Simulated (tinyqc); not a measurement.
What moves the results: Shockley-Read-Hall recombination through one deep level. A value that a table varies takes the place of the one given here.

One level at Et with degeneracy 1: tn = 1/(sn vth Nt), tp = 1/(sp_ vth Nt), n1 = Nc exp((Et - Eg)/kT), p1 = Nv exp(-Et/kT), ni^2 = n1 p1. Equilibrium n0 = Nm, p0 = ni^2/Nm; n = n0 + dn, p = p0 + dn. U = (n p - ni^2)/(tp (n + n1) + tn (p + p1)), lifetime dn/U; emission rates en = sn vth n1, ep = sp_ vth p1.

Constants: kB = 8.617333262e-05 eV/K.

Parameters, chosen for this exercise (gap and densities of states near those of Si at this temperature; not measured data):

| symbol | value | unit | meaning |
|---|---|---|---|
| E1 | 0.897 | eV | level (+1/0) above Ev |
| E2 | 0.627 | eV | level (0/-1) above Ev |
| gm | 2 |  | degeneracy of the middle state, the others 1 |
| T | 250 | K |  |
| Eg | 1.129 | eV | gap |
| Nc | 2.08e+19 | 1/cm^3 | conduction-band density of states |
| Nv | 8.42e+18 | 1/cm^3 | valence-band density of states |
| Nd | 1.5e+13 | 1/cm^3 | ionised shallow donors minus acceptors |
| Et | 0.627 | eV | recombination level above Ev |
| Nt | 9.1e+13 | 1/cm^3 | defects |
| sn | 2e-15 | cm^2 | electron capture cross-section |
| sp_ | 1e-16 | cm^2 | hole capture cross-section |
| vth | 17000000 | cm/s | thermal velocity, both carriers |
| Nm | 2.1e+15 | 1/cm^3 | equilibrium electrons for the lifetime steps |
| dn | 6.9e+12 | 1/cm^3 | excess pairs |

## Charge state against the Fermi level (deep level with several charge states)

Energies from Ev. The defect has charge states +1, 0, -1 with weights 1, gm exp((EF - E1)/kT), exp((2 EF - E1 - E2)/kT); the shares are the weights over their sum. Boltzmann carriers: n = Nc exp((EF - Eg)/kT), p = Nv exp(-EF/kT). Neutrality: p - n + Nd + Nt <q> = 0.

Shares:

| EF (eV) | +1 | 0 | -1 | <q> |
|---|---|---|---|---|
| 0.068 | 1.000 | 0.000 | 0.000 | 1.000 |
| 0.158 | 1.000 | 0.000 | 0.000 | 1.000 |
| 0.248 | 1.000 | 0.000 | 0.000 | 1.000 |
| 0.339 | 1.000 | 0.000 | 0.000 | 1.000 |
| 0.429 | 1.000 | 0.000 | 0.000 | 1.000 |
| 0.519 | 1.000 | 0.000 | 0.000 | 1.000 |
| 0.610 | 1.000 | 0.000 | 0.000 | 1.000 |
| 0.700 | 0.997 | 0.000 | 0.003 | 0.993 |
| 0.790 | 0.069 | 0.001 | 0.930 | -0.861 |
| 0.881 | 0.000 | 0.000 | 1.000 | -1.000 |
| 0.971 | 0.000 | 0.000 | 1.000 | -1.000 |
| 1.061 | 0.000 | 0.000 | 1.000 | -1.000 |

What does this show, and why?

E2 lies below E1 (negative U = -0.270 eV), so the charge goes from +1 to -1 near (E1 + E2)/2 = 0.762 eV, two electrons at once; the middle state never exceeds a share of 0.0019.

## Defects against doping (deep level with several charge states)

Nt takes the listed multiples of |Nd|; the resistivity uses mobilities of 1000 (electrons) and 300 (holes) cm^2/(V s), chosen for the exercise, and e = 1.602176634e-19 C.

Neutral state:

| Nt/\|Nd\| | EF (eV) | n (1/cm^3) | p (1/cm^3) | rho (ohm cm) |
|---|---|---|---|---|
| 0.01 | 0.8241 | 1.49e+13 | 205 | 420 |
| 0.10 | 0.8221 | 1.35e+13 | 225 | 462 |
| 0.30 | 0.8168 | 1.06e+13 | 289 | 591 |
| 0.60 | 0.8057 | 6.31e+12 | 483 | 989 |
| 0.90 | 0.7911 | 3.21e+12 | 949 | 1.95e+03 |
| 1.10 | 0.7840 | 2.31e+12 | 1.32e+03 | 2.71e+03 |
| 1.50 | 0.7767 | 1.65e+12 | 1.85e+03 | 3.79e+03 |
| 3.00 | 0.7689 | 1.14e+12 | 2.66e+03 | 5.46e+03 |
| 10.00 | 0.7640 | 9.13e+11 | 3.33e+03 | 6.83e+03 |

How do the results move?

EF goes from 0.824 to 0.764 eV and the resistivity from 420 to 6.83e+03 ohm cm, with a largest value of 6.83e+03. The largest move of EF, -0.015 eV, comes between Nt/|Nd| = 0.6 and 0.9; the levels lie at 0.897 and 0.627 eV. A defect can take up to one carrier of either sign, so the doping can be cancelled no earlier than Nt = |Nd|, there only if EF lies well beyond the level that takes the carriers and otherwise at larger Nt (mean charge -0.09 in the last row).

## Lifetime against injection

Recombination:

| dn (1/cm^3) | lifetime (microsecond) | U (1/(cm^3 s)) |
|---|---|---|
| 1.0e+11 | 6.464 | 1.55e+16 |
| 1.0e+12 | 6.464 | 1.55e+17 |
| 1.0e+13 | 6.466 | 1.55e+18 |
| 1.0e+14 | 6.479 | 1.54e+19 |
| 1.0e+15 | 6.568 | 1.52e+20 |
| 1.0e+16 | 6.731 | 1.49e+21 |
| 1.0e+17 | 6.781 | 1.47e+22 |
| 1.0e+18 | 6.787 | 1.47e+23 |

What can be read from the table?

The lifetime rises from 6.464 to 6.787 microsecond; tn + tp = 6.787. At low injection it is tp (1 + n1/n0) + tn p1/n0 with n1/Nm = 7.5e-07 and p1/Nm = 9.2e-10: re-emission is negligible, so minority capture alone counts. Auger and radiative paths are left out; they cut in at the highest injections, and in a doped direct-gap crystal the radiative one counts at all injections. dn = dp neglects trapped charge, which matters where the traps hold a charge comparable with dn, at low injection and with very unequal cross sections.

## Where a level does most harm

Et takes the values listed; G = Nt en ep/(en + ep) in a depleted region; the lifetime is for dn = 1e11 1/cm^3.

Results:

| Et (eV) | lifetime (microsecond) | G (1/(cm^3 s)) |
|---|---|---|
| 0.068 | 61.6 | 2.63e+04 |
| 0.158 | 7.31 | 1.71e+06 |
| 0.248 | 6.48 | 1.12e+08 |
| 0.339 | 6.46 | 7.64e+09 |
| 0.429 | 6.46 | 4.98e+11 |
| 0.519 | 6.46 | 1.88e+13 |
| 0.610 | 6.46 | 6.57e+11 |
| 0.700 | 6.46 | 1.01e+10 |
| 0.790 | 6.47 | 1.55e+08 |
| 0.881 | 7.11 | 2.26e+06 |
| 0.971 | 48.3 | 3.47e+04 |
| 1.061 | 2.73e+03 | 532 |

What can be read from the table?

Generation peaks where en = ep, at Eg/2 + (kT/2) ln(sp_ Nv/(sn Nc)) = 0.522 eV; the largest value listed is at 0.519 eV, and G falls by a decade for each 0.050 eV away from the peak. The lifetime is within a factor 2 of its minimum, 6.46 microsecond, from 0.158 to 0.881 eV: recombination tolerates a wide range of Et, generation a narrow one.

## What moves lifetime and leakage

G = Nt en ep/(en + ep). Each row changes one parameter from the base and keeps the others.

Results:

| case | lifetime (microsecond) | G (1/(cm^3 s)) |
|---|---|---|
| base | 6.465 | 2.99e+11 |
| Et = 0.667 eV | 6.465 | 4.66e+10 |
| sn = 4e-15 cm^2 | 6.465 | 2.99e+11 |
| sp_ = 2e-16 cm^2 | 3.233 | 5.97e+11 |
| Nt = 4.55e+13 1/cm^3 | 12.93 | 1.49e+11 |
| Nm = 6.3e+15 1/cm^3 | 6.464 | 2.99e+11 |
| dn = 2.07e+13 1/cm^3 | 6.467 | 2.99e+11 |

How do the results move?

The largest shifts from the base row, up to three for each result and ties (the steps differ in size, so this ranks the rows, not the parameters). lifetime (microsecond): Nt +6.47, sp_ -3.23, dn +0.00210; unchanged at the printed digits by Et and sn. G (1/(cm^3 s)): sp_ +2.99e+11, Et -2.52e+11, Nt -1.49e+11; unchanged at the printed digits by sn, Nm and dn.

Program tinyqc; command `OMP_NUM_THREADS=1 python tinyqc.py 1650042 1650043 out.jsonl`; about 0.01 s on one thread of a shared Intel(R) Xeon(R) Processor @ 2.30GHz.
